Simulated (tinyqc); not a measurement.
Peierls distortion of a half-filled chain: one step. The equilibrium distortion. Three cases, with inputs chosen for the exercise.

Task: dE/du = 0 gives 1 = (4 al^2/K) mean(sin^2 x/|E|); solve with the exact mean, and compare with the weak-coupling form D = 8 t exp(-1 - 1/(2 lambda)).

Atoms move by +/- u, so bonds change by -/+ 2u and hoppings are t +/- 2 al u. Bands E = -/+ sqrt((2 t cos x)^2 + D^2 sin^2 x) with D = 4 al u, x = k a in (0, pi/2); the gap is 2D. Energy per atom at zero temperature: E(u) = -mean_x sqrt(...) + 2 K u^2; exactly, the mean is (4t/pi) E(1 - z^2), z = D/2t, E the complete elliptic integral of the second kind with parameter m. Coupling lambda = 2 al^2/(pi t K).

Give: lambda; u0; gap 2D; gap, weak coupling; E(u0) - E(0) per atom.

Case 1.

Values chosen: t = 1.72 eV (hopping of the even chain); al = 5.1 eV/angstrom (change of hopping with bond length); K = 49.7 eV/angstrom^2 (spring constant of a bond).

Result:

lambda = 0.1937
u0 = 0.0192 angstrom
gap 2D = 0.783 eV
gap, weak coupling = 0.766 eV
E(u0) - E(0) per atom = -6.95 meV

Long and short bonds differ by 4 u0 = 0.0768 angstrom. The weak-coupling gap is 0.978 of the full one. The gain is far smaller than the gap, since only states near the zone edge move.

Case 2.

Values chosen: t = 2.59 eV (hopping of the even chain); al = 3.8 eV/angstrom (change of hopping with bond length); K = 22.3 eV/angstrom^2 (spring constant of a bond).

Result:

lambda = 0.1592
u0 = 0.0219 angstrom
gap 2D = 0.665 eV
gap, weak coupling = 0.659 eV
E(u0) - E(0) per atom = -3.37 meV

Long and short bonds differ by 4 u0 = 0.0875 angstrom. The weak-coupling gap is 0.991 of the full one. The gain is far smaller than the gap, since only states near the zone edge move.

Case 3.

Values chosen: t = 2.58 eV (hopping of the even chain); al = 6.1 eV/angstrom (change of hopping with bond length); K = 28 eV/angstrom^2 (spring constant of a bond).

Result:

lambda = 0.3279
u0 = 0.0763 angstrom
gap 2D = 3.723 eV
gap, weak coupling = 3.306 eV
E(u0) - E(0) per atom = -96.38 meV

Long and short bonds differ by 4 u0 = 0.3051 angstrom. The weak-coupling gap is 0.888 of the full one. The gain is far smaller than the gap, since only states near the zone edge move.

Computed by tinyqc, one run a case: `OMP_NUM_THREADS=1 python tinyqc.py N N+1 out.jsonl` with N = 1680882, 1680910, 1681154; one thread of a shared Intel(R) Xeon(R) Processor @ 2.30GHz, about 0.09 s a run at most.
